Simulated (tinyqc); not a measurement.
X-ray photoelectron analysis of a thin oxide on a semiconductor: attenuation lengths, thickness, angle series and band offsets: one step, computed by the program tinyqc. Command: `OMP_NUM_THREADS=1 python tinyqc.py 3112115 3112116 out.jsonl xps walk`. One thread of a shared host (Intel(R) Xeon(R) Processor @ 2.30GHz), about 0.01 s of CPU time with the checks.

The same element is seen in the oxide and in the substrate, at nearly the same kinetic energy; films are flat and uniform, and the work function is ignored.

Problem. Band offsets by core levels. Valence band offset = (E_core - E_v)(substrate) - (E_core - E_v)(oxide) + (core level separation at the interface, oxide less substrate). The separation is made here from the given offset; a uniform field F that raises the binding energy towards the surface shifts the oxide peak by e F <z>, <z> = d/(1 - exp(-x)) - d/x, x = d/(L_o cos theta), being the mean distance from the interface. Conduction band offset = oxide gap - substrate gap - valence band offset.

Inputs (values chosen for the exercise, modelled on SiO2 on silicon):

| quantity | value | unit |
|---|---|---|
| oxide gap | 8.99 | eV |
| substrate gap | 1.12 | eV |
| oxide thickness d | 0.87 | nm |
| emission angle from the normal | 60 | degrees |
| valence band offset used to make the data | 4.64 | eV |
| core level less valence band top, substrate | 98.81 | eV |
| core level less valence band top, thick oxide | 98.5 | eV |
| field in the oxide | 0.3 | MV/cm |

d/(L_o cos theta) = 0.5994537

Give: separation without field; <z>; separation with field; apparent valence band offset; true conduction band offset; apparent conduction band offset.

Solution.

separation without field = 4.33 eV

<z> = 0.47820 nm

separation with field = 4.3443 eV

apparent valence band offset = 4.6543 eV

true conduction band offset = 3.23 eV

apparent conduction band offset = 3.2157 eV

The field biases both offsets by 0.014 eV, in opposite directions. Caution: beyond about 60 degrees elastic scattering and roughness make a single attenuation length unreliable.
